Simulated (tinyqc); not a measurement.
Changing the temperature T: scattering of inversion-layer electrons by surface optical phonons of the gate insulator (remote phonon scattering). Computed by tinyqc, a small Python program. Command: `OMP_NUM_THREADS=1 python tinyqc.py 3112389 3112390 out.jsonl sophonon sweep`. One thread of a shared host (Intel(R) Xeon(R) Processor @ 2.30GHz), about 0.03 s of CPU time with the checks.

One subband with the Fang-Howard envelope; insulator and channel are half-spaces, the gate is far away, and an interlayer only moves the polar surface away by t (its own modes and its permittivity contrast are left out).

Inputs (values chosen for the exercise, modelled on Al2O3 on silicon): static constant of the insulator eps_0s = 12.5; intermediate constant eps_i = 7.38; optical constant eps_inf = 3.14; hbar omega_TO1 = 47.3 meV; hbar omega_TO2 = 71.6 meV; constant of the channel eps_s = 11.7; in-plane mass m = 0.197 m_0; valleys g_v = 2; sheet density n = 4e+12 1/cm^2; mean distance of the electrons z0 = 3/b = 2.9 nm; interlayer thickness t = 1.1 nm; mobility from other processes = 430 cm^2/(V s).

Screening by the channel electrons: static.

Constants: k_B = 8.617333262e-05 eV/K; hbar^2/(2 m_0) = 3.80998212 eV angstrom^2; e^2/(4 pi eps_0) = 14.39964548 eV angstrom; hbar = 6.582119569e-16 eV s; e = 1.602176634e-19 C; m_0 = 9.1093837015e-31 kg.

Method:
- eps(w) = eps_inf + (eps_0s - eps_i) w1^2/(w1^2 - w^2) + (eps_i - eps_inf) w2^2/(w2^2 - w^2). Surface modes solve eps(w) + eps_s = 0, a quadratic in w^2; the strength of a mode is g = 2/(w d eps/dw).
- Occupation N = 1/(exp(hbar w/(k_B T)) - 1).
- Density of states D = g_v m/(pi hbar^2); eta = E_F/(k_B T) = ln(exp(n/(D k_B T)) - 1); screening wave number q_s = e^2 D/(2 eps_0 eps_avg) x 1/(1 + exp(-eta)), eps_avg = (eps_s + eps_inf)/2; b = 3/z0.
- For a mode of strength g, without the occupation factor, Area x |M(q)|^2 = e^2 hbar w g/(2 eps_0 q) x (b/(b + q))^6 exp(-2 q t) / (1 + (q_s/q) H(q))^2, H = (1 + 9 x/8 + 3 x^2/8)/(1 + x)^3, x = q/b.
- Approximate momentum relaxation rate, taking tau v alike in the initial and final states: 1/tau = (m/(2 pi hbar^3)) sum over modes and over absorption (N, E' = E + hbar w) and emission (N + 1, E' = E - hbar w > 0) of [(1 - f(E'))/(1 - f(E))] int_0^(2 pi) Area |M(q)|^2 (1 - cos theta) d theta, q^2 = k^2 + k'^2 - 2 k k' cos theta, f the Fermi function; 48 midpoints in theta from 0 to pi.
- mu = (e/m) int tau E f (1 - f) dE/(k_B T int f dE), by 300 midpoints from 0 to (max(eta, 0) + 14) k_B T; Matthiessen sum with the other processes.

One run for each value:
```
temperature T (K)  remote-phonon mobility (cm^2/(V s))  total mobility (cm^2/(V s))      eta
120                                         3.2802e+07                       429.99   2.2500
165                                         5.6716e+06                       429.97   1.5096
210                                         1.7570e+06                       429.89   1.0405
255                                         7.7984e+05                       429.76   0.7042
345                                         2.8169e+05                       429.34   0.2349
390                                         2.0128e+05                       429.08   0.0591
435                                         1.5770e+05                       428.83  -0.0917
480                                         1.3088e+05                       428.59  -0.2237
```

Give the missing row, temperature T (K) = 300.

Computed row:
```
temperature T (K)  remote-phonon mobility (cm^2/(V s))  total mobility (cm^2/(V s))     eta
300                                         4.4034e+05                       429.58  0.4448
```

Interpolating between the two neighbouring rows (linearly) misses most in remote-phonon mobility (cm^2/(V s)), by 21 %. Over the rows, remote-phonon mobility (cm^2/(V s)) falls from 3.28e7 to 131000 (exponent d ln y / d ln x -5.5 between the first rows and -1.9 between the last); total mobility (cm^2/(V s)) falls from 430.0 to 428.6; eta falls from 2.25 to -0.224.

Caution (all rows): a relaxation time is only an approximation for inelastic scattering, and static or no screening brackets the true dynamic screening only roughly.
